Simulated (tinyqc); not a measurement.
Short-channel transistor, virtual-source model with series resistance: one step of the calculation.

The current per gate width is the charge at the top of the source barrier (the virtual source) times its velocity times a saturation function; al and be are fitting constants of the model. Units: I in uA/um, Rs in ohm um, so I Rs = 1e-6 I Rs in volts; Q in uC/cm^2, so I = 1e-4 Q vx0 Fsat with vx0 in cm/s.

Problem. What the series resistance costs. Intrinsic voltages Vg' = Vgs - I Rs, Vd' = Vds - 2 I Rs. n = n0 + nd Vd', VT = VT0 - dl Vd', Ff = 1/(1 + exp((Vg' - VT + al Vt/2)/(al Vt))), Q = Cinv n Vt ln(1 + exp((Vg' - VT + al Vt Ff)/(n Vt))), Vdsat = (vx0 L/mu)(1 - Ff) + Vt Ff, Fsat = u/(1 + u^be)^(1/be) with u = Vd'/Vdsat, and I = Q vx0 Fsat per width. I0 is the current for Rs = 0. Effective velocity I/Q; transit time L Q/I.

Inputs (values chosen for the exercise):
- T = 293 K (temperature)
- Cinv = 1.97 uF/cm^2 (inversion capacitance)
- vx0 = 3.56e7 cm/s (velocity at the virtual source)
- mu = 350 cm^2/(V s) (apparent mobility)
- L = 25 nm (channel length)
- VT0 = 0.412 V (threshold at zero drain voltage)
- dl = 0.188 V/V (drain-induced barrier lowering)
- n0 = 1.37 (subthreshold factor)
- nd = 0.05 1/V (growth of n with drain voltage)
- al = 3.5 (threshold shift (in units of Vt) from weak to strong inversion)
- be = 1.6 (sharpness of saturation)
- Rs = 120 ohm um (series resistance of each contact)
- Vgs = 0.9 V (gate voltage)
- Vds = 0.9 V (drain voltage)

Constants: q = 1.602176634e-19 C, kB = 1.380649e-23 J/K, Vt = kB T/q. Results are converted to the units shown.

converged I = 1925.1763 uA/um
I0 = 4264.9389 uA/um

Find: loss against I0; effective velocity; transit time.

Solution.

loss against I0 = 54.860 %
effective velocity = 2.8704e7 cm/s
transit time = 0.087095 ps

The carriers leave the virtual source at 80.6 % of vx0.

Numbers from tinyqc (`OMP_NUM_THREADS=1 python tinyqc.py 2380167 2380168 out.jsonl`; about 0.02 s on one thread of a shared Intel Xeon 2.30GHz).
